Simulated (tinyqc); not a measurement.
Worked calculation: UHF in the sto-3g basis, for H4+, spin multiplicity 2. One step of it, computed by the program tinyqc.

Problem. Iteration 1: building the Fock matrix. J_ij = sum D_kl (ij|kl) with D = D(alpha) + D(beta), K_ij = sum D_kl (ik|jl) for each spin; F = H + J - K(s); E = tr D H + tr D J / 2 - 0.5 sum_s tr D(s) K(s) + E_nn.

D(alpha) at the start:
```
           1H 1s      2H 1s      3H 1s      4H 1s
1H 1s   0.150137   0.278326  -0.140691  -0.118196
2H 1s   0.278326   0.623694  -0.030623  -0.140691
3H 1s  -0.140691  -0.030623   0.623694   0.278326
4H 1s  -0.118196  -0.140691   0.278326   0.150137
```

D(beta) at the start:
```
          1H 1s     2H 1s     3H 1s     4H 1s
1H 1s  0.015971  0.068818  0.068818  0.015971
2H 1s  0.068818  0.296535  0.296535  0.068818
3H 1s  0.068818  0.296535  0.296535  0.068818
4H 1s  0.015971  0.068818  0.068818  0.015971
```

core Hamiltonian H = T + V (hartree):
```
           1H 1s      2H 1s      3H 1s      4H 1s
1H 1s  -1.351080  -0.870631  -0.158847  -0.021244
2H 1s  -0.870631  -1.621265  -0.749650  -0.158847
3H 1s  -0.158847  -0.749650  -1.621265  -0.870631
4H 1s  -0.021244  -0.158847  -0.870631  -1.351080
```

Two-electron integrals (ij|kl) in chemists' order, unique and non-zero (hartree):
```
(11|11) 0.774606   (21|11) 0.286815   (21|21) 0.138228   (22|11) 0.462060
(22|21) 0.286815   (22|22) 0.774606   (31|11) 0.033206   (31|21) 0.017997
(31|22) 0.043549   (31|31) 0.002860   (32|11) 0.121789   (32|21) 0.076765
(32|22) 0.221360   (32|31) 0.014702   (32|32) 0.087425   (33|11) 0.233346
(33|21) 0.142713   (33|22) 0.413766   (33|31) 0.033206   (33|32) 0.221360
(33|33) 0.774606   (41|11) 0.003010   (41|21) 0.001757   (41|22) 0.004609
(41|31) 0.000316   (41|32) 0.001778   (41|33) 0.004609   (41|41) 0.000038
(42|11) 0.019135   (42|21) 0.011719   (42|22) 0.033206   (42|31) 0.002391
(42|32) 0.014702   (42|33) 0.043549   (42|41) 0.000316   (42|42) 0.002860
(43|11) 0.089275   (43|21) 0.052011   (43|22) 0.142713   (43|31) 0.011719
(43|32) 0.076765   (43|33) 0.286815   (43|41) 0.001757   (43|42) 0.017997
(43|43) 0.138228   (44|11) 0.159629   (44|21) 0.089275   (44|22) 0.233346
(44|31) 0.019135   (44|32) 0.121789   (44|33) 0.462060   (44|41) 0.003010
(44|42) 0.033206   (44|43) 0.286815   (44|44) 0.774606
```

nuclear repulsion = 2.07038917 hartree

Give: Coulomb J; exchange K(alpha); exchange K(beta); F(alpha); F(beta); total energy of this density.

Solution.

Coulomb J (hartree):
```
       1H 1s  2H 1s  3H 1s  4H 1s
1H 1s  1.113  0.626  0.107  0.013
2H 1s  0.626  1.613  0.596  0.107
3H 1s  0.107  0.596  1.613  0.626
4H 1s  0.013  0.107  0.626  1.113
```

exchange K(alpha) (hartree):
```
        1H 1s  2H 1s  3H 1s   4H 1s
1H 1s   0.352  0.371  0.061  -0.019
2H 1s   0.371  0.679  0.282   0.061
3H 1s   0.061  0.282  0.679   0.371
4H 1s  -0.019  0.061  0.371   0.352
```

exchange K(beta) (hartree):
```
       1H 1s  2H 1s  3H 1s  4H 1s
1H 1s  0.109  0.182  0.112  0.041
2H 1s  0.182  0.446  0.320  0.112
3H 1s  0.112  0.320  0.446  0.182
4H 1s  0.041  0.112  0.182  0.109
```

F(alpha) (hartree):
```
        1H 1s   2H 1s   3H 1s   4H 1s
1H 1s  -0.591  -0.616  -0.113   0.010
2H 1s  -0.616  -0.688  -0.436  -0.113
3H 1s  -0.113  -0.436  -0.688  -0.616
4H 1s   0.010  -0.113  -0.616  -0.591
```

F(beta) (hartree):
```
        1H 1s   2H 1s   3H 1s   4H 1s
1H 1s  -0.348  -0.427  -0.164  -0.049
2H 1s  -0.427  -0.454  -0.473  -0.164
3H 1s  -0.164  -0.473  -0.454  -0.427
4H 1s  -0.049  -0.164  -0.427  -0.348
```

total energy of this density = -1.60385 hartree

This density is the starting one.
